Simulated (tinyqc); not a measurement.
Inside a calculation: alloy A(1-x)B(x) by interpolation with bowing. Values are carried at full precision from step to step, so a last printed digit may differ when a step is redone from the rounded ones.

Each gap follows E(x) = (1 - x) E_A + x E_B - C x (1 - x); the lattice constant follows Vegard, a(x) = (1 - x) a_A + x a_B.

Constants: hc = 1239.841984 eV nm; kB = 8.617333262e-05 eV/K.

Inputs chosen for the exercise (A near InSb, B near InAs; shifted at random, so the results belong to these values and not to a real crystal): a = (6.48, 6.054) angstrom (lattice constant of A, B); x = 0.86 (fraction of B); Eg = (0.236, 0.419) eV (gap at Gamma to the s-like level of A, B); EgX = (0.635, 1.437) eV (gap to the lowest valley along Gamma-X of A, B); EgL = (0.943, 1.12) eV (gap to L of A, B); C = (0.667, 0.689, 0.587) eV (bowing of the Gamma, X and L gaps); Dso = (0.813, 0.386) eV (spin-orbit splitting of A, B); Ep = (23.4, 21.5) eV (Kane energy of A, B); me = (0.0134, 0.0262) m0 (electron mass at Gamma of A, B); Cs = 1.34 eV (bowing of Dso); md = (0.0184, 0.82, 0.65) m0 (density-of-states masses of Gamma, all X and all L valleys); T = 77 K (temperature).

## Gaps and lattice constant at x

Also give the wavelength hc/E of the lowest gap.

a(x) = 6.1136 angstrom

linear parts (eV): Gamma 0.3934, X 1.3247, L 1.0952

bowing terms C x (1 - x) (eV): Gamma 0.0803, X 0.0830, L 0.0707

gaps (eV): Gamma 0.3131, X 1.2418, L 1.0245

wavelength of the lowest gap = 3960.2 nm

The lowest valley is Gamma, so the gap is direct; the next, L, lies 711 meV higher.

## Where the valleys cross

The difference of two gaps is a quadratic q2 x^2 + q1 x + q0 with q2 = C_i - C_j, q1 = (E_B - E_A - C)_i - (E_B - E_A - C)_j, q0 = E_A,i - E_A,j; give its roots between 0 and 1 (a dash: none).

Crossings:
```
pair         q2      q1      q0  first root  second root
Gamma-X  -0.022  -0.597  -0.399           -            -
Gamma-L   0.080  -0.074  -0.707           -            -
X-L       0.102   0.523  -0.308      0.5334            -
```

The lowest valley is Gamma at every x. The other crossings lie above the lowest valley.

## Electron mass of the alloy

Mass at Gamma from the Kane formula 1/m = F + Ep (Eg + 2 Dso/3)/(Eg (Eg + Dso)). F is fixed by the masses of A and B and interpolated linearly, as is Ep; Eg and Dso carry their bowing.

Compare with the linear interpolation of the masses.

F of A, B: 1.0895  -4.9432

Ep, Eg, Dso at x (eV): 21.7660  0.3131  0.2844

m(x) from the Kane formula = 0.0184 m0
m(x) linear = 0.0244 m0

The Kane value lies 24.7 % below the linear one.

## Shares of the electrons in the valleys

Non-degenerate: n_i proportional to md_i^(3/2) exp(-E_i/kT).

md^(3/2): Gamma 0.0025, X 0.7425, L 0.5240

(E - E_min)/kT: Gamma 0.00, X 139.96, L 107.22

shares: Gamma 1.000, X 0.000, L 0.000

Gamma holds most electrons (100.0 %).

## Checks

- The X and L gaps at their crossing x = 0.5334 (eV): both 0.8913.

(tinyqc, `OMP_NUM_THREADS=1 python tinyqc.py 1081275 1081276 out.jsonl`, Intel(R) Xeon(R) Processor @ 2.30GHz, 1 thread, shared host, about 0.01 s.)
